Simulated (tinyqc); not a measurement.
Hubbard ring of 3 sites, step by step. One step of it, computed by the program tinyqc.

Task: The many-body Hamiltonian. Basis: all placements (u, d, 2, 0 on each site), up operators ordered before down ones; hops carry the sign of the same-spin electrons passed.

one-body matrix (hopping and site energies) (eV), lower triangle:
```
,1,2,3
1,-0.490000
2,-0.730000,-0.900000
3,-0.730000,-0.730000,0.540000
```

U = 0.900000 eV

electrons, up and down: 2  1

Give: H.

Result:

H (eV), lower triangle:
```
,2u0,u20,uud,20u,udu,u02,duu,02u,0u2
2u0,-0.9800
u20,-0.7300,-1.3900
uud,-0.7300,-0.7300,-0.8500
20u,-0.7300,0.0000,0.0000,0.4600
udu,0.0000,-0.7300,0.0000,-0.7300,-0.8500
u02,0.0000,0.0000,-0.7300,-0.7300,-0.7300,1.4900
duu,0.7300,0.0000,0.0000,-0.7300,0.0000,0.0000,-0.8500
02u,0.0000,0.7300,0.0000,0.0000,-0.7300,0.0000,-0.7300,-0.3600
0u2,0.0000,0.0000,0.7300,0.0000,0.0000,-0.7300,-0.7300,-0.7300,1.0800
```
